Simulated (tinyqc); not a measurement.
What moves the results: polar nitride quantum well with polarisation fields. A value that a table varies takes the place of the one given here.

Growth along [0001]. e_par = (a_sub - a)/a, Ppz = 2 e_par (e31 - e33 C13/C33), P = Psp + Ppz in each layer; strain relaxation and the strain shift of the gaps are left out, although thick layers with more than about 1 % mismatch would relax.

In a periodic stack without free charge the potential drop over a period vanishes: F_w = (P_b - P_w) Lb/(eps0 (eps_w Lb + eps_b Lw)), F_b = -F_w Lw/Lb, eps0 = 8.8541878e-12 F/m; 1 MV/cm = 1e8 V/m = 0.01 V/angstrom.

Envelope functions on cells of 0.25 angstrom over barrier, well, barrier (widths Lb, Lw, Lb), psi = 0 beyond, psi'/m continuous (mean mass between points), c = hbar^2/2m0. With u(z) the integral of e F (F_w in the well, F_b = -F_w Lw/Lb in the barriers, 1 MV/cm = 0.01 V/angstrom), zero at the centre of the well, the electron sees u plus Vc in the barriers and the hole -u plus Vv. The transition is Eg + E_e + E_h; excitons are left out.

Constants: hbar^2/2m0 = 3.80998211 eV angstrom^2; hc = 1239.841984 eV nm.

Parameters, chosen for this exercise (near those of a GaN well in AlN; not measured data):

| symbol | value | unit | meaning |
|---|---|---|---|
| a_w | 3.189 | angstrom | lattice constant a, well |
| a_b | 3.112 | angstrom | lattice constant a, barrier |
| a_sub | 3.112 | angstrom | in-plane lattice constant of the stack |
| Psp_w | -0.0348 | C/m^2 | spontaneous polarisation |
| Psp_b | -0.0913 | C/m^2 | spontaneous polarisation |
| e31_w | -0.326 | C/m^2 |  |
| e31_b | -0.533 | C/m^2 |  |
| e33_w | 0.686 | C/m^2 |  |
| e33_b | 1.462 | C/m^2 |  |
| C_w | 0.265 |  | C13/C33 |
| C_b | 0.286 |  | C13/C33 |
| eps_w | 10.1 |  | dielectric constant |
| eps_b | 10.4 |  | dielectric constant |
| Lb | 125 | angstrom | barrier width |
| Eg | 3.44 | eV | gap of the well |
| Vc | 1.85 | eV | conduction offset |
| Vv | 0.87 | eV | valence offset |
| me | 0.2 | m0 | electron, well |
| meb | 0.32 | m0 | electron, barrier |
| mh | 1.64 | m0 | hole, everywhere |
| Ls | (12, 18, 24, 30, 36, 45) | angstrom | well widths |
| Lw | 39 | angstrom | well width |

## Width of the well

Field, levels and overlap anew for each width.

Results:

| Lw (angstrom) | F_w (MV/cm) | E (eV) | E without field (eV) | overlap^2 | ln overlap^2 |
|---|---|---|---|---|---|
| 12 | -8.245 | 3.7918 | 4.0026 | 0.505 | -0.68 |
| 18 | -7.890 | 3.2891 | 3.7664 | 0.146 | -1.92 |
| 24 | -7.565 | 2.8614 | 3.6532 | 0.0232 | -3.76 |
| 30 | -7.265 | 2.4708 | 3.5901 | 0.00227 | -6.09 |
| 36 | -6.988 | 2.1095 | 3.5515 | 0.000152 | -8.79 |
| 45 | -6.610 | 1.6155 | 3.5165 | 1.55e-06 | -13.38 |

The red shift grows from 211 to 1901 meV. The line drops below Eg between 12 and 18 angstrom, which a square well can never do. Over the last two rows dE/dLw = -54.9 meV per angstrom, against -|e F_w| = -66.1 in the last row; the field itself weakens by 20 % over the table, since a wider well shares the drop with the barrier. The overlap falls by a factor 3.26e+05.

## Screening the field

F_w = -6.8571 MV/cm

Carriers or a semipolar orientation reduce the field; here it is simply scaled in well and barrier.

Results:

| share of the field | F_w (MV/cm) | E (eV) | nm | overlap^2 | separation (angstrom) |
|---|---|---|---|---|---|
| 1.0 | -6.857 | 1.9388 | 639.5 | 3.5e-05 | 29.7 |
| 0.8 | -5.486 | 2.3357 | 530.8 | 0.00020 | 28.5 |
| 0.6 | -4.114 | 2.7136 | 456.9 | 0.0013 | 26.8 |
| 0.4 | -2.743 | 3.0632 | 404.8 | 0.010 | 24.2 |
| 0.2 | -1.371 | 3.3635 | 368.6 | 0.10 | 19.1 |
| 0.0 | 0.000 | 3.5375 | 350.5 | 0.99 | 0.0 |

Full screening shifts the line by -289.0 nm (+1599 meV). The first fifth of the screening gives 397 meV and the last fifth 174 meV; a purely quadratic shift would give a ratio of 9, a linear one 1, and here it is 2.3.

## What each parameter does

Polarisation, field, levels and overlap anew. Each row changes one parameter from the base and keeps the others.

Results:

| case | F_w (MV/cm) | E (eV) | overlap^2 | red shift (meV) |
|---|---|---|---|---|
| base | -6.857 | 1.9388 | 3.5e-05 | 1599 |
| Lw = 35 angstrom | -7.032 | 2.1679 | 0.00024 | 1389 |
| Lb = 150 angstrom | -7.147 | 1.8524 | 2.5e-05 | 1685 |
| a_sub = 3.122 angstrom | -7.105 | 1.8655 | 2.6e-05 | 1672 |
| Psp_b = -0.1004 C/m^2 | -7.627 | 1.7096 | 1.4e-05 | 1828 |
| e33_w = 0.755 C/m^2 | -6.932 | 1.9168 | 3.2e-05 | 1621 |
| eps_w = 11.1 | -6.379 | 2.0790 | 6.3e-05 | 1459 |
| mh = 1.15 m0 | -6.857 | 1.9800 | 6.2e-05 | 1562 |
| Vc = 1.573 eV | -6.857 | 1.9171 | 3.0e-05 | 1618 |

The largest shifts from the base row, up to three for each result and ties (the steps differ in size, so this ranks the rows, not the parameters). F_w (MV/cm): Psp_b -0.770, eps_w +0.478, Lb -0.290; unchanged at the printed digits by mh and Vc. E (eV): Psp_b -0.2292, Lw +0.2290, eps_w +0.1401. overlap^2: Lw +0.000209, eps_w +2.79e-05, mh +2.72e-05. red shift (meV): Psp_b +229, Lw -210, eps_w -140.

Computed by tinyqc, a small Python program: `OMP_NUM_THREADS=1 python tinyqc.py 1251468 1251469 out.jsonl` (the numbers bound the seed that draws the inputs); one thread of a shared host (Intel(R) Xeon(R) Processor @ 2.30GHz), about 0.09 s for the whole set of steps.
